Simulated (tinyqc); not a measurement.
## Convergence with the mesh in the empty well

In an empty well of width L and depth Vb, level k solves kw L/2 = (k - 1) pi/2 + arctan(sqrt((mw/mb)(Vb - E)/E)) with kw = sqrt(mw E/C), C = hbar^2/(2 m0). Mesh: N intervals across the well, hz = L/N, nodes at (i + 1/2) hz from an edge, mass (mw + mb)/2 on the interval that holds an interface, walls 3 L outside the edges; H_ii = C (1/m_(i-1/2) + 1/m_(i+1/2))/hz^2 + V_i, H_(i,i+1) = -C/(m_(i+1/2) hz^2). No field, no charge.

Parameters, values chosen for the exercise; material values close to those of strained Si in SiGe (two lower valleys): mass along z in the well mw = 0.914 m0; mass along z in the barriers mb = 0.934 m0; barrier height Vb = 0.204 eV; well width L = 5.8672 nm.

Constants: q = 1.602176634e-19 C, hbar = 1.054571817e-34 J s, m0 = 9.1093837015e-31 kg, hbar^2/(2 m0) = 0.0380998212 eV nm^2. Results are converted to the units shown.

The same in every row: exact E1 (meV) = 8.930.

Result of one run:

| E1 on the mesh (meV) | error (%) |
|---|---|
| 6.893 | -22.8 |

Which number of intervals N gave this result: 4, 16, 32 or 64?

N = 4.

The whole series:

| N | E1 on the mesh (meV) | error (%) |
|---|---|---|
| 4 | 6.893 | -22.8 |
| 8 | 8.212 | -8.04 |
| 16 | 8.725 | -2.29 |
| 32 | 8.877 | -0.595 |
| 64 | 8.916 | -0.150 |
| 128 | 8.926 | -0.0377 |

The error goes from -23 % to -0.038 %; between N = 32 and 64 it shrinks by a factor of 4.0, the 4 of a second-order scheme.

Program tinyqc, `OMP_NUM_THREADS=1 python tinyqc.py 2140134 2140135 out.jsonl`; Intel Xeon 2.30GHz, shared host, one thread, about 0.3 s.
